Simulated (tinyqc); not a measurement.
Stretching all distances: RHF, UHF, MP2, CISD and CCSD against full CI in the 3-21g basis, for H3+, spin multiplicity 1. Computed by the program tinyqc with PySCF. All coordinates are multiplied by the scale. c0^2 is the weight of the RHF determinant in the lowest singlet FCI state (UHF is spin-contaminated and may lie near states of higher spin) and n(LUMO) the first natural occupation beyond the occupied space.

Geometry (angstrom):
```
atom,x,y,z
H,0.0000,0.0000,0.0000
H,0.0000,0.0000,0.7650
H,0.0000,0.6630,0.3830
```

Full CI energy (hartree) and errors against it (kcal/mol):
```
scale,distance 1-2 (angstrom),E(FCI),RHF,UHF,MP2,CISD,CCSD,<S^2> UHF,c0^2,n(LUMO)
0.920,0.704,-1.26885,16.908,16.908,4.114,0.000,0.000,0.000,0.990,0.010
1.080,0.826,-1.29900,18.423,18.423,4.685,0.000,0.000,0.000,0.986,0.013
1.250,0.956,-1.29249,19.926,19.926,5.326,0.000,0.000,0.000,0.982,0.018
1.410,1.079,-1.27205,21.286,21.286,5.982,0.000,0.000,0.000,0.976,0.023
1.580,1.209,-1.24637,22.786,22.786,6.747,0.000,0.000,0.000,0.970,0.030
1.740,1.331,-1.22209,24.377,24.377,7.541,0.000,0.000,0.000,0.962,0.037
1.910,1.461,-1.19699,26.369,26.369,8.478,0.000,0.000,0.000,0.953,0.047
2.070,1.584,-1.17418,28.592,28.592,9.454,0.000,0.000,0.000,0.942,0.057
```

What does the comparison show, and why?

UHF stays equal to RHF over this range. The weight c0^2 goes from 0.99 to 0.94 and n(LUMO) from 0.01 to 0.06: one determinant still serves, as it does when a bond breaks into closed-shell fragments or is not yet far stretched. The spread of the error along the curve, which distorts its shape, is CISD 0.0, CCSD 0.0, MP2 5.3, RHF 11.7, UHF 11.7 kcal/mol. With two electrons CISD and CCSD are exact.
